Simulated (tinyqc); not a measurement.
Binding against carrier density: donor level screened by free carriers (Yukawa potential).

Screening wave number: Debye ks^2 = 4 pi q n/(eps kB T); Thomas-Fermi ks^2 = 6 pi q n/(eps EF) with EF = c (3 pi^2 n/gv)^(2/3)/m, c = hbar^2/2m0; the two are joined by 1/ks^2 = sqrt(1/ks_D^4 + 1/ks_TF^4). 1e18/cm^3 = 1e-6/angstrom^3, q = e^2/(4 pi eps0).

Potential -(q/(eps r)) exp(-ks r), q = e^2/(4 pi eps0). In units Ry* = Ry m/eps^2 and a* = a0 eps/m the problem is [-Laplacian - 2 exp(-x r)/r] psi = E psi with x = ks a*.

Converged values use 18 functions exp(-z r), z = 1.55^i, i = -11 to 6: S = 2/A^3, H = z_i z_j S - 2/(A + x)^2, A = z_i + z_j.

Constants: e^2/(4 pi eps0) = 14.39964547 eV angstrom; kB = 8.617333262e-05 eV/K; hbar^2/2m0 = 3.80998211 eV angstrom^2.

Inputs chosen for the exercise (near those of a donor in Si, with one mean mass; shifted at random, so the results belong to these values and not to a real crystal):
- m = 0.3 m0 (mass)
- eps = 11.8 (dielectric constant)
- gv = 6 (valleys)
- T = 400 K (temperature)
- nl = (0.028, 0.094, 0.28, 0.94, 2.8, 9.4, 28) x 1e18/cm^3 (densities)

Ry* = 29.3142 meV
a* = 20.814 angstrom

x from the joined ks; converged 1s binding (dash: x above 1.17, at or past the limit 1.19 where the state unbinds).

Results:

| n (1e18/cm^3) | EF/kB T | 1/ks (angstrom) | x | binding (meV) | n^(1/3) a* |
|---|---|---|---|---|---|
| 0.028 | 0.01 | 283.3 | 0.073 | 25.23 | 0.063 |
| 0.094 | 0.02 | 154.6 | 0.135 | 22.16 | 0.095 |
| 0.28 | 0.05 | 89.6 | 0.232 | 17.78 | 0.136 |
| 0.94 | 0.10 | 49.0 | 0.425 | 10.84 | 0.204 |
| 2.8 | 0.21 | 28.5 | 0.731 | 3.67 | 0.293 |
| 9.4 | 0.48 | 15.8 | 1.314 | - | 0.439 |
| 28 | 0.98 | 9.8 | 2.124 | - | 0.632 |

The binding falls from 25.2 to 3.7 meV (bare value 29.3); it passes half the bare value between 0.28 and 0.94 x 1e18/cm^3. The level is unbound, or bound by less than 0.001 Ry*, from 9.4 x 1e18/cm^3 on; as the density rises, it is lost by the time n^(1/3) a* reaches 0.44. x grows with exponent 0.50 in n at the start and 0.44 at the end (1/2 for Debye, 1/6 for Thomas-Fermi screening). The level survives to n^(1/3) a* = 0.29, past the 0.26 of the Mott rule, which corresponds to x = 1 for one valley with degenerate screening; here the level lasts until x = 1.19, the screening is at most the degenerate value, and overlap of donors is left out.

(tinyqc, `OMP_NUM_THREADS=1 python tinyqc.py 1281509 1281510 out.jsonl`, Intel(R) Xeon(R) Processor @ 2.30GHz, 1 thread, shared host, about 0.02 s.)
